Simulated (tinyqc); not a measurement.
## Trap density from one capacitance

Question. Traps spread evenly through the insulator exchange electrons with the semiconductor by tunnelling, with tau(x) = t0 exp(2 ka x) at depth x from the interface. The admittance per area Y seen at depth x obeys dY/dx = -Y^2/(i w eps0 eox) + q Nb ln(1 + i w tau)/tau, with Y(0) = i w Cs and w = 2 pi f; the gate sees Y(tox) = G + i w C. Working variable y = Y/(i w), in uF/cm^2. Cox = eps0 eox/tox. Find Nb and G/w.

Inputs (values chosen for the exercise): relative permittivity of the insulator eox = 22.2; insulator thickness tox = 9.7 nm; semiconductor capacitance in accumulation Cs = 1.8 uF/cm^2; decay constant of the wave function in the insulator ka = 5.5 1/nm; time constant of a trap at the interface t0 = 4e-11 s; frequency f = 100 Hz.

Constants: q = 1.602176634e-19 C, eps0 = 8.8541878128e-14 F/cm where lengths are in cm. Results are converted to the units shown.

C = 1.0208927 uF/cm^2

Solution. C rises steadily with Nb, so one density matches; in practice ka and t0 must come from the frequency dependence.

Nb = 8.100e18 cm^-3 eV^-1
G/w = 0.006313 uF/cm^2

Numbers from tinyqc (`OMP_NUM_THREADS=1 python tinyqc.py 2202203 2202204 out.jsonl`; about 0.6 s on one thread of a shared Intel Xeon 2.30GHz).
